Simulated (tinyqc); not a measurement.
Permittivity of the insulator from five potentials.

Question. A node lies on a semiconductor-insulator interface. Steps: hs = tb/3 down into the semiconductor, ho = tox/2 up into the insulator, hy = L/7 sideways. The flux balance of its box reads eox (hy/ho)(above - node) + eps_r (hy/hs)(below - node) + [(eps_r hs + eox ho)/(2 hy)](left + right - 2 node) - q Na (hs/2) hy/eps0 = 0. Find eox.

Values chosen for this exercise; semiconductor permittivity close to that of gallium nitride: relative permittivity of the semiconductor eps_r = 9.66; half the body thickness tb = 3 nm; insulator thickness tox = 2.7 nm; channel length L = 27 nm; acceptor density of the depleted body Na = 0 cm^-3.

Constants: q = 1.602176634e-19 C, eps0 = 8.8541878128e-14 F/cm where lengths are in cm. Results are converted to the units shown.

psi (V): node 0.22318107, above 0.13310525, below 0.26153540, left 0.11330957, right 0.52843963

Solution. The balance is linear in eox.

eox = 7.50

Computed by the program tinyqc: `OMP_NUM_THREADS=1 python tinyqc.py 2480005 2480006 out.jsonl`, one thread of a shared Intel Xeon 2.30GHz, about 0.1 s for the whole run.
